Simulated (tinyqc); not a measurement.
# ESD clamp with bipolar snapback, compact model and design window: effect of the current gain of the parasitic npn

The drain junction multiplies the current that enters it: Igen = (M - 1)(Ic + I0), M = 1/(1 - (Vj/BV)^n). The generated holes leave through the substrate resistance and the base of the parasitic npn: Igen = Vb/Rb + Ic/be, Ic = Is exp(Vb/Vt). Terminal current I = Ic + I0 + Igen and voltage V = Vj + I Ro, per width. Isothermal, constant gain.

For given Vb: Ic, Igen, M = 1 + Igen/(Ic + I0), Vj = BV (1 - 1/M)^(1/n), I and V. Vt1 is the maximum of V along the curve, Vh the following minimum, Vt2 the voltage at I = It2. It1 and Ih are the currents at Vt1 and Vh.

Inputs (values chosen for the exercise); values close to those of grounded-gate n-channel clamps:

| symbol | value | unit | meaning |
|---|---|---|---|
| T | 300 | K | temperature |
| BV | 6 | V | junction breakdown voltage |
| n | 4.9 |  | exponent of the multiplication |
| Is | 1.3e-18 | A/um | saturation current |
| I0 | 1.7e-11 | A/um | junction leakage |
| Rb | 16000 | ohm um | substrate resistance |
| Ro | 490 | ohm um | drain ballast and contact resistance |
| It2 | 4.1 | mA/um | failure current for 100 ns |

Constants: q = 1.602176634e-19 C, kB = 1.380649e-23 J/K, Vt = kB T/q. Results are converted to the units shown.

Result of one run:

| be | Vt1 (V) | It1 (uA/um) | Vh (V) | Ih (uA/um) | Vt2 (V) | Vt2 - Vt1 (V) |
|---|---|---|---|---|---|---|
| 1.7 | 6.018 | 38.40 | 5.302 | 387.1 | 6.931 | 0.9135 |

What becomes of these results when the current gain of the parasitic npn be is changed from 1.7 to 14, all else the same?

Result of the changed run:

| be | Vt1 (V) | It1 (uA/um) | Vh (V) | Ih (uA/um) | Vt2 (V) | Vt2 - Vt1 (V) |
|---|---|---|---|---|---|---|
| 14 | 6.018 | 38.37 | 4.352 | 788.6 | 5.590 | -0.4278 |

The whole series:

| be | Vt1 (V) | It1 (uA/um) | Vh (V) | Ih (uA/um) | Vt2 (V) | Vt2 - Vt1 (V) |
|---|---|---|---|---|---|---|
| 1 | 6.018 | 38.43 | 5.528 | 310.1 | 7.232 | 1.214 |
| 1.7 | 6.018 | 38.40 | 5.302 | 387.1 | 6.931 | 0.9135 |
| 2.9 | 6.018 | 38.39 | 5.048 | 476.2 | 6.591 | 0.5729 |
| 4.9 | 6.018 | 38.38 | 4.794 | 573.8 | 6.243 | 0.2246 |
| 8.2 | 6.018 | 38.38 | 4.562 | 677.3 | 5.909 | -0.1086 |
| 14 | 6.018 | 38.37 | 4.352 | 788.6 | 5.590 | -0.4278 |
| 24 | 6.018 | 38.37 | 4.181 | 898.5 | 5.310 | -0.7083 |
| 40 | 6.018 | 38.37 | 4.058 | 994.0 | 5.089 | -0.9291 |

As be goes from 1 to 40, Vt1 stays near 6.02 V, It1 stays near 38.4 uA/um, Vh falls from 5.53 to 4.06 V and Vt2 falls from 7.23 to 5.09 V. Vt2 exceeds Vt1, the condition for all fingers to turn on, in 4 of the 8 rows. A higher gain needs less multiplication to hold, so Vh falls.

Computed by the program tinyqc: `OMP_NUM_THREADS=1 python tinyqc.py 2670047 2670048 out.jsonl`, one thread of a shared Intel Xeon 2.30GHz, about 0.01 s for the whole run.
